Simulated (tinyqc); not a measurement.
Inside a calculation (part 2 of 2). Method: CIS and TDHF on RHF in the 6-31g basis, for H3+, spin multiplicity 1. Computed by tinyqc, a small Python program that keeps every step (integrals from PySCF). Command: `OMP_NUM_THREADS=1 python tinyqc.py 30722 30723 out.jsonl` (the two numbers bound the seeds that draw the settings). One thread of a shared host (Intel(R) Xeon(R) Processor @ 2.60GHz), about 0.08 s of CPU time with the checks.

Geometry (angstrom):
```
atom       x       y       z
H     0.0000  0.0000  0.0000
H     0.0000  0.0000  1.0680
H     0.0000  0.9250  0.5340
```

## CIS triplet states

CIS matrix A, triplet (hartree), order 1>2, 1>3, 1>4, 1>5, 1>6:
$$\begin{pmatrix}
0.3936 & 0.0000 & 0.0000 & 0.1369 & 0.0000 \\
0.0000 & 0.3936 & 0.0000 & 0.0000 & 0.1369 \\
0.0000 & 0.0000 & 1.1057 & 0.0000 & 0.0000 \\
0.1369 & 0.0000 & 0.0000 & 1.2492 & 0.0000 \\
0.0000 & 0.1369 & 0.0000 & 0.0000 & 1.2493
\end{pmatrix}$$

Diagonalise A (1 hartree = 27.211386 eV); each vector has its largest component positive (the first on a tie).

triplet excitation energies (eV): [10.1283, 10.1292, 30.0879, 34.5747, 34.5754]

lowest vectors, order 1>2, 1>3, 1>4, 1>5, 1>6:
$$\begin{pmatrix}
0.9880 & 0.0000 & 0.0000 & 0.1542 & 0.0000 \\
0.0000 & 0.9880 & 0.0000 & 0.0000 & 0.1542 \\
0.0000 & 0.0000 & 1.0000 & 0.0000 & 0.0000 \\
-0.1542 & 0.0000 & 0.0000 & 0.9880 & 0.0000 \\
0.0000 & -0.1542 & 0.0000 & 0.0000 & 0.9880
\end{pmatrix}$$

Within a degenerate level the vectors are fixed only up to a rotation; this is one choice.

## TDHF (RPA) triplet states

Two-electron integrals over orbitals (pq|rs), unique and non-zero (hartree):
```
(11|11) 0.5809      (21|11) -8.84e-06   (21|21) 0.1007      (22|11) 0.4531
(22|21) 0.0490      (22|22) 0.4330      (31|31) 0.1006      (32|31) -0.0490
(32|32) 0.0379      (33|11) 0.4531      (33|21) -0.0490     (33|22) 0.3572
(33|33) 0.4330      (41|11) 0.1164      (41|21) -5.27e-06   (41|22) 0.0613
(41|33) 0.0613      (41|41) 0.0637      (42|11) -7.52e-06   (42|21) 0.0044
(42|22) 0.0018      (42|33) -0.0018     (42|41) -5.64e-06   (42|42) 0.0322
(43|31) 0.0044      (43|32) -0.0018     (43|43) 0.0322      (44|11) 0.4484
(44|21) -1.26e-05   (44|22) 0.3773      (44|33) 0.3773      (44|41) 0.0666
(44|42) -3.59e-06   (44|44) 0.3816      (51|11) 1.96e-06    (51|21) -0.0705
(51|22) -0.0365     (51|33) 0.0365      (51|41) 3.51e-06    (51|42) -0.0340
(51|44) 5.58e-06    (51|51) 0.0820      (52|11) -0.1369     (52|21) -0.0366
(52|22) -0.0941     (52|33) -0.0642     (52|41) -0.0632     (52|42) -0.0168
(52|44) -0.0817     (52|51) 0.0409      (52|52) 0.0965      (53|31) 0.0366
(53|32) -0.0149     (53|43) 0.0168      (53|53) 0.0256      (54|11) 7.29e-06
(54|21) -0.0918     (54|22) -0.0462     (54|33) 0.0462      (54|41) 5.16e-06
(54|42) -0.0095     (54|44) 1.19e-05    (54|51) 0.0737      (54|52) 0.0381
(54|54) 0.0986      (55|11) 0.5148      (55|21) 0.0709      (55|22) 0.4602
(55|33) 0.3769      (55|41) 0.1069      (55|42) 0.0196      (55|44) 0.4177
(55|51) -0.0691     (55|52) -0.1549     (55|54) -0.0763     (55|55) 0.5551
(61|31) -0.0705     (61|32) 0.0365      (61|43) -0.0340     (61|53) -0.0409
(61|61) 0.0821      (62|31) 0.0366      (62|32) -0.0149     (62|43) 0.0168
(62|53) 0.0241      (62|61) -0.0409     (62|62) 0.0256      (63|11) -0.1369
(63|21) 0.0366      (63|22) -0.0642     (63|33) -0.0941     (63|41) -0.0632
(63|42) 0.0168      (63|44) -0.0817     (63|51) -0.0409     (63|52) 0.0468
(63|54) -0.0381     (63|55) -0.0896     (63|63) 0.0965      (64|31) -0.0918
(64|32) 0.0462      (64|43) -0.0095     (64|53) -0.0381     (64|61) 0.0737
(64|62) -0.0381     (64|64) 0.0986      (65|31) -0.0709     (65|32) 0.0417
(65|43) -0.0196     (65|53) -0.0326     (65|61) 0.0691      (65|62) -0.0326
(65|64) 0.0763      (65|65) 0.0683      (66|11) 0.5148      (66|21) -0.0709
(66|22) 0.3769      (66|33) 0.4602      (66|41) 0.1069      (66|42) -0.0196
(66|44) 0.4177      (66|51) 0.0691      (66|52) -0.0896     (66|54) 0.0763
(66|55) 0.4184      (66|63) -0.1549     (66|66) 0.5551
```

B(ia,jb) = - (ib|ja); the squared energies are the eigenvalues of (A - B)(A + B); 1 hartree = 27.211386 eV.

TDHF matrix B, triplet (hartree), order 1>2, 1>3, 1>4, 1>5, 1>6:
$$\begin{pmatrix}
-0.1007 & 0.0000 & 0.0000 & 0.0705 & 0.0000 \\
0.0000 & -0.1006 & 0.0000 & 0.0000 & 0.0705 \\
0.0000 & 0.0000 & -0.0637 & 0.0000 & 0.0000 \\
0.0705 & 0.0000 & 0.0000 & -0.0820 & 0.0000 \\
0.0000 & 0.0705 & 0.0000 & 0.0000 & -0.0821
\end{pmatrix}$$

squared energies w^2 (hartree^2): [0.1218, 0.1218, 1.2185, 1.6044, 1.6045]

TDHF energies from the positive w^2 (eV): [9.4949, 9.4959, 30.0380, 34.4674, 34.4681]
